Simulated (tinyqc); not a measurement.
# Changing the fingers N

Model: self-heating of a transistor with one or more fingers, with temperature-dependent conductivity. Computed by tinyqc, a small Python program. Command: `OMP_NUM_THREADS=1 python tinyqc.py 3017929 3017930 out.jsonl selfheat sweep`. One thread of a shared host (Intel(R) Xeon(R) Processor @ 2.30GHz), about 0.07 s of CPU time with the checks.

N long parallel fingers lie on the top face of a slab whose bottom is held at T_0; the top is otherwise insulated, and heat flows in two dimensions. P in W/mm is 1000 P in W/m.

Inputs (values chosen for the exercise, modelled on gallium oxide):
```
quantity                                      value        unit
conductivity at the base temperature kappa_0   18.3     W/(m K)
exponent m in kappa ~ T^-m                     1.19           -
base temperature T_0                            358           K
power per gate width P                         0.12        W/mm
finger pitch s                                   24  micrometre
width of the heat source w                     0.46  micrometre
substrate thickness t                           260  micrometre
```

Power: power rises with temperature.

Method:
- A line source of power P on the top face raises the top at distance x by (P/(pi kappa_0)) g(x), g(x) = -ln tanh(pi x/(4 t)) (the image sum for the slab). On a strip of width w the centre sees the mean of g over the strip, g_0 = 1 + ln(8 t/(pi w)) for w much below t.
- theta_i = (P/(pi kappa_0)) [g_0 + sum over j != i of g(|i - j| s)], with equal powers and constant conductivity; thermal resistance = largest theta/P.
- Kirchhoff transformation for kappa = kappa_0 (T/T_0)^-m: T = T_0 [1 - (m - 1) theta/T_0]^(-1/(m - 1)), where theta is the linear rise.
- The bracket vanishes at the power P T_0/((m - 1) theta).

One run for each value:
```
fingers N  thermal resistance (K mm/W)  true rise (K)  peak temperature (K)
1                               143.88         17.772                375.77
2                               189.56         23.633                381.63
3                               235.23         29.602                387.60
4                               268.94         34.079                392.08
5                               302.65         38.617                396.62
6                               329.46         42.271                400.27
7                               356.27         45.965                403.96
8                               378.28         49.028                407.03
```

Describe and explain the trends.

Over the rows, thermal resistance (K mm/W) rises from 144 to 378 (exponent d ln y / d ln x 0.40 between the first rows and 0.45 between the last); true rise (K) rises from 17.8 to 49.0 (exponent d ln y / d ln x 0.41 between the first rows and 0.48 between the last); peak temperature (K) rises from 376 to 407 (exponent d ln y / d ln x 0.022 between the first rows and 0.057 between the last). Each added finger heats the centre by g at its distance, which falls exponentially beyond the thickness, so the rise levels off only once the row of fingers is much wider than the thickness.

Extremes, crossings and ranges named in words are read from the listed rows.
